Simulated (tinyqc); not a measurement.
Schottky emission and Poole-Frenkel conduction in an insulator, and how to tell them apart: one step of the calculation.

Schottky emission (electrode-limited): J = As T^2 exp[-(pb - b sqrt(F))/Vt], b = sqrt(q/(4 pi eps0 ei)). Poole-Frenkel emission (bulk-limited): J = s0 F exp[-(pt - 2 b sqrt(F))/Vt]. F in V/cm.

Task. Which mechanism made these data. The data come from another sample of the same dielectric, in which one mechanism alone limits the current. Fit straight lines by least squares: ln J on sqrt(F) (Schottky plot, slope b/Vt) and ln(J/F) on sqrt(F) (Poole-Frenkel plot, slope 2 b/Vt), F in V/cm, and read a permittivity from each slope. The right mechanism gives a value near ei, and in any case between ei and es.

Values chosen for this exercise; dielectric values close to those of hafnium oxide: temperature T = 325 K; high-frequency relative permittivity ei = 4.28; static relative permittivity es = 21.3.

Constants: q = 1.602176634e-19 C, kB = 1.380649e-23 J/K, Vt = kB T/q, eps0 = 8.8541878128e-14 F/cm where lengths are in cm. Results are converted to the units shown.

| point | F (MV/cm) | J (A/cm^2) |
|---|---|---|
| 0 | 1.12 | 0.00113 |
| 1 | 1.97 | 0.01084 |
| 2 | 2.81 | 0.06469 |
| 3 | 3.66 | 0.3051 |
| 4 | 4.5 | 1.193 |

Give: slope of the Schottky plot; permittivity read as Schottky; slope of the Poole-Frenkel plot; permittivity read as Poole-Frenkel.

Result.

slope of the Schottky plot = 0.006549 (cm/V)^0.5
permittivity read as Schottky = 4.280
slope of the Poole-Frenkel plot = 0.005245 (cm/V)^0.5
permittivity read as Poole-Frenkel = 26.69

Both plots are nearly straight, so straightness decides nothing. Read as Schottky the data give 4.28, which matches ei = 4.28; read as Poole-Frenkel they give 26.7, above even the static value 21.3. The data were made by Schottky emission.

tinyqc, about 0.01 s, one thread, Intel Xeon 2.30GHz (shared host): `OMP_NUM_THREADS=1 python tinyqc.py 2370147 2370148 out.jsonl`
